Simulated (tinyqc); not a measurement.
What moves the results: interface roughness in a thin film (subband fluctuation and scattering). A value that a table varies takes the place of the one given here.

Square well of width t, barriers V0, c = hbar^2/2m0: E1 solves k t + 2 atan[(k/mz)/(kappa/mb)] = pi, k = sqrt(mz E/c), kappa = sqrt(mb (V0 - E)/c). One interface is rough, so the subband edge fluctuates by G dt with G = |dE1/dt| (central difference of 0.01 angstrom; 2 E1/t for hard walls).

Gaussian roughness spectrum S(q) = pi D^2 Lc^2 exp(-q^2 Lc^2/4). Degenerate gas, taken to fill one subband (the second starts to fill once c kF^2/md exceeds E2 - E1, which is not tested here): kF = sqrt(2 pi Ns/gv), q = 2 kF sin(theta/2), 1/tau = (md/(2 pi c hbar)) G^2 times the integral from 0 to pi of S(q)(1 - cos theta)/eps(q)^2 dtheta, eps(q) = 1 + qs/q with screening (qs = gv md q0/(c eps), q0 = e^2/(4 pi eps0), form factors left out, which overstates the screening; other scattering is left out too, so these values lie far above measured mobilities in all but the thinnest films) or 1 without; mobility = tau c2/md with c2 = e/m0 = 1.75882e15 cm^2/(V s^2); 1e12/cm^2 = 1e-4/angstrom^2.

Constants: hbar^2/2m0 = 3.80998211 eV angstrom^2; hbar = 6.58211957e-16 eV s; e^2/(4 pi eps0) = 14.39964547 eV angstrom.

Parameters, chosen for this exercise (near those of a thin GaN channel; the results hold for these values, not for the real material):
- mz = 0.2 m0 (confinement mass)
- V0 = 1.82 eV (barrier)
- mb = 0.32 m0 (barrier mass)
- md = 0.198 m0 (mass in the plane)
- gv = 1 (valleys)
- D = 2.4 angstrom (rms height of the roughness)
- Lc = 40 angstrom (correlation length)
- Ns = 0.86 x 1e12/cm^2 (sheet density)
- eps = 9.4 (mean dielectric constant at the channel)
- ts = (15, 20, 24, 28, 35, 45, 59) angstrom (thicknesses)
- t = 28 angstrom (film thickness)
- Ll = (5, 10, 16, 25, 40, 65, 100) angstrom (correlation lengths)

## The sixth-power law

Screened mobility against thickness for the finite barrier and for hard walls.

Results:
```
t (angstrom)  E1 (meV)  G (meV/angstrom)  mobility (cm^2/(V s))  the same, hard walls
15               350.5            30.265                    153                  11.3
20               237.1            16.850                    494                  63.5
24               181.7            11.309               1.10e+03                   190
28               143.7             7.954               2.22e+03                   478
35               100.9             4.676               6.42e+03              1.82e+03
45                66.5             2.502               2.24e+04              8.24e+03
59                41.7             1.241               9.12e+04              4.19e+04
```

How do the results move?

With hard walls G goes as 1/t^3 and the mobility as t^6. With the finite barrier the local exponent is 4.07 at the thin end and 5.18 at the thick end, since the envelope leaks out and softens the dependence. The roughness limit falls below 500 cm^2/(V s) between 24 and 20 angstrom. The gate field, which also presses carriers to the interface, is left out. Below about 20 angstrom the effective-mass picture is itself doubtful. Up to t = 45 angstrom G D exceeds half of EF - E1, where the Born rate fails.

## Correlation length

Fixed D; bare and screened mobility.

Results:
```
Lc (angstrom)  kF Lc  bare mobility (cm^2/(V s))  screened mobility (cm^2/(V s))
5               0.12                    7.94e+03                        7.21e+04
10              0.23                    2.05e+03                        1.86e+04
16              0.37                         851                        7.80e+03
25              0.58                         404                        3.75e+03
40              0.93                         229                        2.22e+03
65              1.51                         213                        2.39e+03
100             2.32                         355                        6.19e+03
```

What does this show?

The bare mobility is lowest at Lc = 65 angstrom of those listed (kF Lc = 1.51). The screened mobility is lowest at Lc = 40 angstrom of those listed (kF Lc = 0.93). Short roughness averages out (mobility as 1/Lc^2; the first two rows give exponent -1.96), and long roughness deflects only by small angles (bare mobility rising as Lc; the last two rows give 1.19).

## What each parameter does

G, G D, and the screened mobility. Each row changes one parameter from the base and keeps the others.

Results:
```
case                   G (meV/angstrom)  G D (meV)  mobility (cm^2/(V s))
base                              7.954      19.09                   2219
t = 34 angstrom                   5.016      12.04                   5577
D = 3.12 angstrom                 7.954      24.82                   1313
Lc = 48 angstrom                  7.954      19.09                   2062
Ns = 1.38 x 1e12/cm^2             7.954      19.09                   2436
mz = 0.23 m0                      7.526      18.06                   2478
md = 0.228 m0                     7.954      19.09                   2028
V0 = 1.27 eV                      6.983      16.76                   2878
eps = 11.3                        7.954      19.09                   1749
```

What can be read from the table?

The largest shifts from the base row, up to three for each result and ties (the steps differ in size, so this ranks the rows, not the parameters). G (meV/angstrom): t -2.937, V0 -0.971, mz -0.427; unchanged at the printed digits by D, Lc, Ns, md and eps. G D (meV): t -7.05, D +5.73, V0 -2.33; unchanged at the printed digits by Lc, Ns, md and eps. mobility (cm^2/(V s)): t +3.36e+03, D -906, V0 +660. In the base case G D is 1.8 times EF - E1 = 10.4 meV: the fluctuation exceeds the Fermi energy, so the Born rate for a uniform gas is not to be trusted.

Computed by tinyqc, a small Python program: `OMP_NUM_THREADS=1 python tinyqc.py 1281451 1281452 out.jsonl` (the numbers bound the seed that draws the inputs); one thread of a shared host (Intel(R) Xeon(R) Processor @ 2.30GHz), about 0.01 s for the whole set of steps.
